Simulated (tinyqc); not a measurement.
# Strain-driven roughening and islands of a mismatched epitaxial film, step by step

A worked calculation. Computed by tinyqc, a small Python program that keeps every step. Command: `OMP_NUM_THREADS=1 python tinyqc.py 3020524 3020525 out.jsonl island walk`. One thread of a shared host (Intel(R) Xeon(R) Processor @ 2.30GHz), about 0.01 s of CPU time with the checks. Intermediate numbers are printed to about 5 digits and carried at full precision; extremes and crossings named in words are read from the listed rows.

Film and substrate share isotropic elastic constants; the film is coherent and biaxially strained.

Inputs (values chosen for the exercise, modelled on InAs on GaAs):
```
quantity                                      value       unit
misfit |f|                                   0.0719          -
shear modulus G                                28.6        GPa
Poisson ratio nu                               0.32          -
surface energy gamma                          0.685      J/m^2
contact angle of the shallow shape theta_1     8.72    degrees
contact angle of the steep shape theta_2       33.5    degrees
facet energy of shape 1 over gamma           0.9959          -
facet energy of shape 2 over gamma            1.048          -
wetting energy gamma_s - gamma                0.055      J/m^2
decay length of wetting delta                  0.24         nm
surface mobility D_s nu_s Omega^2/(k_B T)   2.4e-35  m^6/(J s)
initial ripple amplitude A0                    0.21         nm
ripple wavelength over the critical one         3.9          -
island volume V                                  74       nm^3
```

Transport: surface diffusion.

Constants: e = 1.602176634e-19 C.

## Elastic energy of the flat film

M = 2 G (1 + nu)/(1 - nu); stress = M f; energy density w = M f^2.

biaxial modulus M = 111.04 GPa

stress = 7.9834 GPa

energy density w = 574.01 MJ/m^3

## Asaro-Tiller-Grinfeld instability

A ripple A cos(k x) has the surface chemical potential per volume [gamma k^2 - 2 (1 + nu) w k] A cos(k x), so k_c = 2 (1 + nu) w/gamma. With surface diffusion the amplitude grows at the rate q = B k^2 [2 (1 + nu) w k - gamma k^2], fastest at k_m = (3/4) k_c. B is the surface mobility.

k_c = 2.2122 1/nm

critical wavelength = 2.8402 nm

fastest wavelength = 3.7869 nm

growth time 1/q at k_m = 0.024079 s

Caution: a wavelength of a few nanometres is at the limit of continuum theory, where steps and facets rule.

## A ripple of given wavelength

A ripple A cos(k x) has the surface chemical potential per volume [gamma k^2 - 2 (1 + nu) w k] A cos(k x), so k_c = 2 (1 + nu) w/gamma. With surface diffusion the amplitude grows at the rate q = B k^2 [2 (1 + nu) w k - gamma k^2], fastest at k_m = (3/4) k_c. B is the surface mobility. Stress at the trough = stress x (1 + 2 k A).

k = 0.56724 1/nm

rate q = 4.9359 1/s

q over the largest rate = 0.11885

stress concentration at A0 = 1.2382

The ripple grows.

## Wetting layer

The surface energy depends on thickness as gamma + (gamma_s - gamma) exp(-h/delta). Its curvature adds W2 = (gamma_s - gamma) exp(-h/delta)/delta^2 to the restoring terms; the flat film is stable while W2 > (1 + nu)^2 w^2/gamma, which gives h_c = delta ln[(gamma_s - gamma) gamma/(delta^2 (1 + nu)^2 w^2)], or 0 if negative.

wetting-layer thickness h_c = 0.031303 nm

Wetting is too weak to hold a flat layer thicker than about a monolayer.

## Island nucleation

Shallow faceted island (Tersoff form): E = 4 Gam V^(2/3) tan^(1/3)(theta) - 6 c V tan(theta), Gam = gamma [x/sin(theta) - 1/tan(theta)], x the facet energy over gamma, c = stress^2 (1 - nu)/(2 pi G). The barrier is the maximum of E, at V_c = [4 Gam/(9 c)]^3 / tan^2(theta) (1 GPa nm = 1 J/m^2).

c = 0.24118 GPa

Gam of shape 1 = 0.033702 J/m^2

critical volume, shape 1 = 0.010182 nm^3

barrier, shape 1 = 0.0070530 eV

Gam of shape 2 = 0.26573 J/m^2

critical volume, shape 2 = 0.26804 nm^3

barrier, shape 2 = 0.80119 eV

The shallow shape has the lower barrier. Each barrier is a third of the surface term at V_c and scales as Gam^3/c^2, that is as f^(-4). Caution: a critical volume below 1 nm^3 holds fewer than a hundred atoms, so a continuum barrier there has no physical meaning.

## Which shape at the volume V

The two energies cross at V_x^(1/3) = 4 [Gam_2 t2^(1/3) - Gam_1 t1^(1/3)]/(6 c (t2 - t1)), t = tan(theta); mu = dE/dV.

E of shape 1 = -94.575 eV

E of shape 2 = -340.47 eV

crossing volume V_x = 1.5641 nm^3

jump of mu at V_x, shape 2 less shape 1 = -245.28 MJ/m^3

At V the steep shape is lower. At V_x the chemical potential drops, so islands that have turned steep grow at the cost of the shallow ones. Caution: a crossing volume under 5 nm^3 is too small for these continuum energies. Caution: the shallow-slope form overstates the relaxation of facets steeper than about 25 degrees.

## Scaling with the misfit

A ripple A cos(k x) has the surface chemical potential per volume [gamma k^2 - 2 (1 + nu) w k] A cos(k x), so k_c = 2 (1 + nu) w/gamma. With surface diffusion the amplitude grows at the rate q = B k^2 [2 (1 + nu) w k - gamma k^2], fastest at k_m = (3/4) k_c. V_c = [4 Gam/(9 c)]^3/tan^2(theta), barrier = (4/3) Gam V_c^(2/3) tan^(1/3)(theta); the growth time is 1/q at k_m.

Misfit scaled at fixed constants:
```
|f| (%)  fastest wavelength (nm)  growth time (s)  V_c of shape 1 (nm^3)  barrier of shape 1 (eV)
1.7975                    60.591       1.5781e+03             4.1708e+01               1.8056e+00
2.5165                    30.914       1.0693e+02             5.5392e+00               4.7000e-01
3.5950                    15.148       6.1643e+00             6.5168e-01               1.1285e-01
5.0330                     7.728       4.1770e-01             8.6550e-02               2.9375e-02
7.1900                     3.787       2.4079e-02             1.0182e-02               7.0530e-03
10.0660                    1.932       1.6316e-03             1.3523e-03               1.8360e-03
```

Halving the misfit stretches the wavelength 4 times, the barrier 16 times, the volume 64 times and the time 256 times: f^(-2), f^(-4), f^(-6), f^(-8). Over these rows the time spans 6.0 decades: strongly mismatched films tend to roughen first, while dilute alloys have time to stay flat. Rows with wavelengths under 10 nm or volumes under 5 nm^3 are beyond the continuum picture.

Checks made by the program: k_m against a numerical maximum of the rate (relative difference 5e-10).
